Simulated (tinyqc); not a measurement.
From results back to parameters: statistics of electrons in three, two and one dimensions. Five cases, with inputs chosen for the exercise.

Problem. A sheet with one subband has n2 = (2/lambda^2) ln(1 + exp(eta)).

One band edge at E = 0, lambda = sqrt(4 pi c/(m1 kT)) with c = hbar^2/2m0. Densities with spin: n3 = (2/lambda^3) F_1/2(eta), n2 = (2/lambda^2) F_0(eta) with F_0 = ln(1 + exp(eta)), n1 = (2/lambda) F_-1/2(eta). F_j(eta) = (1/Gamma(j + 1)) integral_0^infinity x^j dx/(1 + exp(x - eta)), which tends to exp(eta) for eta << 0.

Constants: hbar^2/2m0 = 3.80998211 eV angstrom^2; kB = 8.617333262e-05 eV/K.

Find: n2 lambda^2/2; eta; EF above the subband edge.

Method. eta = ln(exp(n2 lambda^2/2) - 1), with n2 in 1/angstrom^2.

Case 1.

Values chosen (out of a larger set: near those of InP, lowest valleys alone; not measured data): m1 = 0.0794 m0 (mass of one isotropic band with spin); T = 77 K.

n2 = 1.18066e+12 1/cm^2

Solution.

n2 lambda^2/2 = 5.3647
eta = 5.360
EF above the subband edge = 35.57 meV

Case 2.

Values chosen (out of a larger set: near those of Ge, lowest valleys alone; not measured data): m1 = 0.0831 m0 (mass of one isotropic band with spin); T = 300 K.

n2 = 2.93415e+11 1/cm^2

Solution.

n2 lambda^2/2 = 0.3270
eta = -0.950
EF above the subband edge = -24.56 meV

Case 3.

Values chosen (out of a larger set: near those of Si, lowest valleys alone; not measured data): m1 = 0.19 m0 (mass of one isotropic band with spin); T = 200 K.

n2 = 1.50905e+12 1/cm^2

Solution.

n2 lambda^2/2 = 1.1032
eta = 0.700
EF above the subband edge = 12.06 meV

Case 4.

Values chosen (out of a larger set: near those of InSb, lowest valleys alone; not measured data): m1 = 0.0134 m0 (mass of one isotropic band with spin); T = 77 K.

n2 = 1.89281e+11 1/cm^2

Solution.

n2 lambda^2/2 = 5.0961
eta = 5.090
EF above the subband edge = 33.77 meV

Case 5.

Values chosen (out of a larger set: near those of Ge, lowest valleys alone; not measured data): m1 = 0.0829 m0 (mass of one isotropic band with spin); T = 300 K.

n2 = 1.48834e+11 1/cm^2

Solution.

n2 lambda^2/2 = 0.1662
eta = -1.710
EF above the subband edge = -44.21 meV

Computed by tinyqc, one run a case: `OMP_NUM_THREADS=1 python tinyqc.py N N+1 out.jsonl` with N = 1652025, 1652037, 1652043, 1652053, 1652057; one thread of a shared Intel(R) Xeon(R) Processor @ 2.30GHz, about 0.02 s a run at most.
